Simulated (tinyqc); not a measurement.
Current of a Schottky diode by thermionic-emission-diffusion theory, and its read-back from I-V-T and C-V data. Changing the junction voltage V. Computed by tinyqc, a small Python program. Command: `OMP_NUM_THREADS=1 python tinyqc.py 3028446 3028447 out.jsonl schottky sweep`. One thread of a shared host (Intel(R) Xeon(R) Processor @ 2.30GHz), about 0.01 s of CPU time with the checks.

Full ionisation, no tunnelling, no recombination current. V is the voltage across the junction itself, forward positive.

Inputs (values chosen for the exercise, modelled on n-type Ga2O3):

| quantity | value | unit |
|---|---|---|
| Richardson constant A* | 34 | A/(cm^2 K^2) |
| effective density of states at 300 K, N_c | 3.8e+18 | 1/cm^3 |
| permittivity eps | 10.2 | - |
| mobility mu | 140 | cm^2/(V s) |
| barrier without image force phi_0 (mean) | 1.18 | eV |
| doping N | 9.9e+16 | 1/cm^3 |
| series resistance R_s | 10 | milliohm cm^2 |
| temperature T | 423 | K |
| standard deviation sigma | 35 | meV |
| relative change of sigma^2 with bias, rho | 0.47 | 1/V |

Barrier: Gaussian spread of heights.

Constants: k_B = 8.617333262e-05 eV/K; e = 1.602176634e-19 C; eps_0 = 8.8541878128e-12 F/m.

Method:
- N_c(T) = N_c (T/300 K)^(3/2); V_bi = phi_0 - (k_B T/e) ln(N_c(T)/N); surface field F = sqrt(2 e N (V_bi - V - k_B T/e)/(eps eps_0)); image lowering d_phi = sqrt(e F/(4 pi eps eps_0)); effective barrier phi = phi_0 - d_phi - sigma^2 (1 - rho V)/(2 k_B T).
- Collection velocity v_R = A* T^2/(e N_c(T)); diffusion velocity v_D = mu F; J = e N_c(T) v_R/(1 + v_R/v_D) exp(-phi/k_B T) [exp(e V/k_B T) - 1].
- Terminal voltage V + J R_s.
- Ideality n = (e/k_B T)/(d ln J/dV) by a central difference of +/- 1 mV; J_0 = J exp(-e V/(n k_B T)); apparent barrier phi_IV = k_B T ln(A* T^2/J_0); a C-V plot gives phi_CV = phi_0, the mean without lowering.

One run for each value:

| junction voltage V (V) | current density J (A/cm^2) | ideality factor n | image lowering (meV) | terminal voltage (V) |
|---|---|---|---|---|
| 0.15 | 1.521e-05 | 1.010 | 49.27 | 0.150 |
| 0.26 | 2.902e-04 | 1.029 | 47.58 | 0.260 |
| 0.38 | 7.051e-03 | 1.034 | 45.49 | 0.380 |
| 0.49 | 1.295e-01 | 1.040 | 43.29 | 0.491 |
| 0.60 | 2.332e+00 | 1.049 | 40.70 | 0.623 |
| 0.72 | 5.263e+01 | 1.067 | 37.14 | 1.246 |
| 0.83 | 8.517e+02 | 1.110 | 32.62 | 9.347 |

Describe the trends.

Over the rows, current density J (A/cm^2) rises from 1.52e-5 to 852 (exponent d ln y / d ln x 5.4 between the first rows and 20 between the last); ideality factor n rises from 1.01 to 1.11 (exponent d ln y / d ln x 0.034 between the first rows and 0.28 between the last); image lowering (meV) falls from 49.3 to 32.6 (exponent d ln y / d ln x -0.064 between the first rows and -0.91 between the last).  Left out: 0.940 (the bias is too near flat band).

Caution (rows 0.830): the series resistance drops more than 1 V, so self-heating would matter at this junction voltage.
